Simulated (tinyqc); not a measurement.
From results back to parameters: effective mass of the heavy-hole band from tabulated energies.

Problem. A band follows E (1 + alpha E) = c k^2/m, c = hbar^2/2m0. Its energies at two wave vectors are given.

Constants: hbar^2/2m0 = 3.80998211 eV angstrom^2.

Inputs chosen for the exercise (out of a larger set: band of an eight-band Kane model near GaSb; not measured data): k12 = (0.054, 0.144) 1/angstrom (two wave vectors).

energies (meV): 21.69144  119.09004

Find: y = c k^2/E; m; alpha.
Solution. y = m + m alpha E is a straight line through the two points.

y = c k^2/E (m0): 0.51218  0.66340
m = 0.4785 m0
alpha = 3.24 1/eV

(tinyqc, `OMP_NUM_THREADS=1 python tinyqc.py 1881259 1881260 out.jsonl`, Intel(R) Xeon(R) Processor @ 2.30GHz, 1 thread, shared host, about 0.01 s.)
